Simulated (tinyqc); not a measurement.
Bloch-Grueneisen resistivity of a metal: one step, computed by the program tinyqc.

Electrons scatter from a Debye spectrum of phonons (n = 5 for scattering within one band, n = 3 for scattering into a second, heavy band) and from static defects.

Question. The integral and the phonon part. J_n(y) = int_0^y x^n e^x/(e^x - 1)^2 dx, by 96 Gauss-Legendre points (upper limit at most 60). rho_ph = (n - 1) rho_1 (T/Theta)^n J_n(Theta/T), with rho_1 = 2 pi lambda_tr k_B Theta/(hbar eps_0 w_p^2), the high-temperature line at T = Theta.

Inputs (values chosen for the exercise, modelled on platinum): exponent n = 3; Debye temperature Theta = 211 K; temperature T = 20 K.

Addition: none.

rho_1 = 7.972857 microohm cm

Give: Theta/T; J_n; phonon resistivity rho_ph.

Answer.

Theta/T = 10.55

J_n = 7.1710

phonon resistivity rho_ph = 0.097380 microohm cm

This is 12.9 % of the straight line rho_1 T/Theta.
